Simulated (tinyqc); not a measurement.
Worked calculation: UHF in the sto-6g basis, for H2, spin multiplicity 1. One step of it, computed by the program tinyqc.

Problem. Iteration 2: building the Fock matrix. J_ij = sum D_kl (ij|kl) with D = D(alpha) + D(beta), K_ij = sum D_kl (ik|jl) for each spin; F = H + J - K(s); E = tr D H + tr D J / 2 - 0.5 sum_s tr D(s) K(s) + E_nn.

D(alpha) after iteration 1:
```
           1H 1s      2H 1s
1H 1s   1.074166  -0.087780
2H 1s  -0.087780   0.009572
```

D(beta) after iteration 1:
```
           1H 1s      2H 1s
1H 1s   0.009572  -0.087780
2H 1s  -0.087780   1.074166
```

core Hamiltonian H = T + V (hartree):
```
           1H 1s      2H 1s
1H 1s  -0.969049  -0.652659
2H 1s  -0.652659  -0.969049
```

Two-electron integrals (ij|kl) in chemists' order, unique and non-zero (hartree):
```
(11|11) 0.774999   (21|11) 0.294081   (21|21) 0.144383   (22|11) 0.467101
(22|21) 0.294081   (22|22) 0.774999
```

nuclear repulsion = 0.51177680 hartree

Give: Coulomb J; exchange K(alpha); exchange K(beta); F(alpha); F(beta); total energy of this density.

Solution.

Coulomb J (hartree):
```
       1H 1s  2H 1s
1H 1s  1.243  0.587
2H 1s  0.587  1.243
```

exchange K(alpha) (hartree):
```
       1H 1s  2H 1s
1H 1s  0.782  0.265
2H 1s  0.265  0.111
```

exchange K(beta) (hartree):
```
       1H 1s  2H 1s
1H 1s  0.111  0.265
2H 1s  0.265  0.782
```

F(alpha) (hartree):
```
        1H 1s   2H 1s
1H 1s  -0.508  -0.331
2H 1s  -0.331   0.163
```

F(beta) (hartree):
```
        1H 1s   2H 1s
1H 1s   0.163  -0.331
2H 1s  -0.331  -0.508
```

total energy of this density = -0.91031 hartree

This density is a damped mixture and is not idempotent.
